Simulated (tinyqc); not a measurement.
Etch lag against aspect ratio: ion-assisted plasma etching: sheath, surface coverage, synergy and aspect-ratio dependence. Computed by tinyqc, a small Python program. Command: `OMP_NUM_THREADS=1 python tinyqc.py 3017044 3017045 out.jsonl etch walk`. One thread of a shared host (Intel(R) Xeon(R) Processor @ 2.30GHz), about 0.06 s of CPU time with the checks.

Radicals adsorb on bare sites; ions remove covered sites with a high yield and bare sites by sputtering; a slow spontaneous reaction acts everywhere, walls included.

Inputs (values chosen for the exercise, close to those used for silicon dioxide in a fluorocarbon plasma):

| quantity | value | unit |
|---|---|---|
| plasma density n_e | 1.9e+10 | 1/cm^3 |
| electron temperature T_e | 4.3 | eV |
| ion mass M_i | 69 | u |
| sheath voltage V | 710 | V |
| radical density n | 1.2e+12 | 1/cm^3 |
| radical mass M_n | 50 | u |
| gas temperature T_g | 500 | K |
| sticking coefficient s | 0.79 | - |
| radicals per removed unit x | 2 | - |
| yield slope b | 0.39 | eV^(-1/2) |
| threshold E_th | 12 | eV |
| sputter slope b_p | 0.013 | eV^(-1/2) |
| sputter threshold E_p | 39 | eV |
| spontaneous reaction probability k_c | 2e-05 | - |
| solid density N | 2.2e+22 | 1/cm^3 |
| ion temperature T_i | 0.63 | eV |

Feature: long trench.

Constants: e = 1.602176634e-19 C; u = 1.6605390666e-27 kg; k_B = 1.380649e-23 J/K; eps_0 = 8.8541878128e-12 F/m.

Method:
- Bohm speed u_B = sqrt(e T_e/M_i); ion flux G_i = 0.61 n_e u_B; radical flux G_n = n c/4 with c = sqrt(8 k_B T_g/(pi M_n)).
- Debye length lambda_D = sqrt(eps_0 T_e/(e n_s)) with n_s = 0.61 n_e, T_e in volts; Child-law sheath d = (sqrt2/3) lambda_D (2 V/T_e)^(3/4); ion energy E = V + T_e/2; angular spread = arctan(sqrt(T_i/E)).
- Yields: Y = b (sqrt(E) - sqrt(E_th)) on covered sites, Y_p = b_p (sqrt(E) - sqrt(E_p)) on bare ones (zero below threshold).
- Steady coverage: s G_n (1 - theta) = x Y G_i theta; removal flux = Y G_i theta + Y_p G_i (1 - theta) + k_c G_n; rate = flux/N, 1 cm/s = 6e8 nm/min.
- Lateral rate = k_c G_n/N; anisotropy = 1 - lateral/vertical; synergy = vertical/(ions alone + radicals alone), with ions alone Y_p G_i/N and radicals alone the lateral rate.
- Transmission of a long trench, rough form: K = (1 + ln(1 + A))/(1 + A + ln(1 + A)), walls that scatter diffusely without loss. With a loss probability S = s (1 - theta) at the floor, G_b/G_n = K/(K + S - K S); theta follows G_b, and the two are solved together. Ions are taken to reach the floor unshadowed; G_b replaces G_n in every term of the rate; A is depth over width.

yield Y = 9.05659

sputter yield Y_p = 0.265735

ion flux G_i = 2.84200e+15 1/(cm^2 s)

radical flux G_n = 1.38041e+16 1/(cm^2 s)

vertical rate = 139.716 nm/min

coverage theta = 0.174811

Floor of the feature:

| A | K | G_b/G_n | theta | rate (nm/min) | relative rate |
|---|---|---|---|---|---|
| 0.5 | 0.73760 | 0.80643 | 0.14591 | 120.02 | 0.85904 |
| 1.0 | 0.62869 | 0.71151 | 0.13099 | 109.85 | 0.78625 |
| 2.0 | 0.51203 | 0.59951 | 0.11269 | 97.39 | 0.69702 |
| 5.0 | 0.35830 | 0.43567 | 0.08450 | 78.17 | 0.55951 |
| 10.0 | 0.25361 | 0.31449 | 0.06246 | 63.16 | 0.45205 |
| 20.0 | 0.16821 | 0.21100 | 0.04279 | 49.75 | 0.35609 |
| 50.0 | 0.08978 | 0.11336 | 0.02345 | 36.58 | 0.26180 |
| 100.0 | 0.05317 | 0.06724 | 0.01404 | 30.17 | 0.21592 |

What does the comparison show, and why?

K falls by a factor 13.9 over the rows and the rate by 3.98. The rate is more than 10 % down already in the first row, with an open-field coverage below one half; sputtering, which needs no radicals, carries much of the rate in the last rows. Caution: a sheath of several millimetres is collisional at usual pressures, which lowers the ion energy and widens the angles. Caution: rows with A above about 1/(2 tan(ion spread)) or 1/sqrt(k_c), often 10 to 30, are formal: ion shadowing, radical loss on the walls, redeposition of sputtered material and, in fluorocarbon plasmas, polymer growth are left out and add to the lag.
